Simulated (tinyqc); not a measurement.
# Worked calculation: off-state leakage of single and stacked transistors

Numbers from tinyqc (`OMP_NUM_THREADS=1 python tinyqc.py 2242018 2242019 out.jsonl`; about 0.05 s on one thread of a shared Intel Xeon 2.30GHz). Printed values are rounded.

n-channel devices of unit width. Subthreshold current I(Vg, Vs, Vd) = I0 (T/300 K)^0.5 exp[(Vg - Vs - VT(T) - gb (Vs - Vb) + dd (Vd - Vs))/(nf Vt)] (1 - exp(-(Vd - Vs)/Vt)), VT(T) = VT - cT (T - 300 K). Gate-edge tunnelling Ig (Vd/1 V) exp(ag (Vd - 1 V)), for a gate at 0 V, and band-to-band leakage Ab u exp(-Bb/u), u = Vd - Vb + 1 V, flow at a drain held at V; both are taken as independent of T. In a stack of off transistors (all gates at 0 V) the same subthreshold current passes through each.

Inputs (values chosen for the exercise); values of the order met in bulk silicon logic transistors:
- T = 300 K (temperature)
- V = 0.9 V (supply voltage)
- VT = 0.38 V (threshold at 300 K, zero drain and body bias)
- cT = 0.9 mV/K (fall of the threshold with temperature)
- I0 = 0.37 uA/um (current at threshold at 300 K)
- nf = 1.29 (slope factor)
- dd = 0.14 (drain-induced lowering per volt)
- gb = 0.16 (rise of the threshold per volt of source-body bias)
- Ig = 6e-6 uA/um (gate-edge tunnelling current at 1 V)
- ag = 5.1 1/V (exponential slope of the gate current)
- Ab = 70 uA/(um V) (prefactor of band-to-band leakage at the drain)
- Bb = 19 V (its exponential voltage)
- Vb = 0 V (body voltage)

Constants: q = 1.602176634e-19 C, kB = 1.380649e-23 J/K, Vt = kB T/q. Results are converted to the units shown.

## Leakage of one transistor

Vg = Vs = 0, Vd = V; effective threshold VT(T) - gb Vb - dd V.

effective threshold = 0.254 V
parts (nA/um): subthreshold 0.1821547, gate edge 0.003242676, band-to-band 6.038191
total = 6.223588 nA/um
shares (%): subthreshold 2.926843, gate edge 0.05210300, band-to-band 97.02105

The band-to-band part is the largest.

## Starting value

Vx = dd V/(1 + gb + 2 dd), the solution for Vx well above Vt, rounded to three decimals.

Vx at the start = 0.088 V

## Iteration 1: new Vx

Stack of two, Vx the node between them: I_low = I(0, 0, Vx), I_up = I(0, Vx, V), f = ln(I_up/I_low), f' = -(1 + gb + 2 dd)/(nf Vt) - 1/(Vt (exp(Vx/Vt) - 1)) - 1/(Vt (exp((V - Vx)/Vt) - 1)), Vx(new) = Vx - f/f'.

I_low = 0.005825595 nA/um
I_up = 0.005897194 nA/um
f = 0.01221552
f' = -44.50960 1/V
Vx after iteration 1 = 0.08827445 V

## Iteration 2: new Vx

As before.

I_low = 0.005834429 nA/um
I_up = 0.005834440 nA/um
f = 1.996576e-6
f' = -44.49508 1/V
Vx after iteration 2 = 0.08827449 V

## Course of the iteration

Stop when the step is below 1e-11 V, or after 40 iterations.

Course of the iteration:
```
iteration  Vx before the step (V)  step (V)
1                           0.088   2.74e-4
2                      0.08827445   4.49e-8
3                      0.08827449  1.19e-15
```

Converged in 3 iterations. The subthreshold current of the stack is 0.005834 nA/um, 31.2 times less than that of one transistor (the drain leakage is unchanged); the estimate exp[dd V (1 + gb + dd)/((1 + gb + 2 dd) nf Vt)] gives 30.3.
